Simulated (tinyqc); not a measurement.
The basis set: RHF and MP2 along a ladder of basis sets, for BeH2, spin multiplicity 1. Computed by the program tinyqc with PySCF. 

Geometry (angstrom):
```
atom       x        y       z
Be    0.0000   0.0000  0.0000
H     0.0000   1.2300  0.0760
H     0.0000  -1.2300  0.0760
```

Same geometry throughout; the dipole is taken about the origin.

RHF and frozen-core MP2 in a ladder of bases:
```
basis    functions  E(RHF) (hartree)  E(MP2 corr) (hartree)  HOMO (eV)  LUMO (eV)  dipole (debye)
sto-3g           7        -15.557786              -0.020887   -12.0113     5.6382          0.2859
3-21g           13        -15.665510              -0.027479   -12.5521     2.2932          0.2782
6-31g           13        -15.751831              -0.027607   -12.5293     2.5094          0.2642
6-31g**         24        -15.759255              -0.049468   -12.4646     2.5467          0.2806
cc-pvdz         24        -15.759165              -0.051130   -12.5051     1.9656          0.2918
cc-pvtz         58        -15.764277              -0.061096   -12.5730     1.6688          0.3059
```

From cc-pVDZ to cc-pVTZ the RHF energy falls by 5.1 mhartree and the correlation energy by 10.0. If valence correlation converges as X^-3, (27 E(T) - 8 E(D))/19 gives -0.0653 hartree, a rough estimate from such small X that usually falls short; STO-3G holds about 32 % of it. Beyond STO-3G the LUMO moves by 0.9 eV and the HOMO by 0.1 eV.
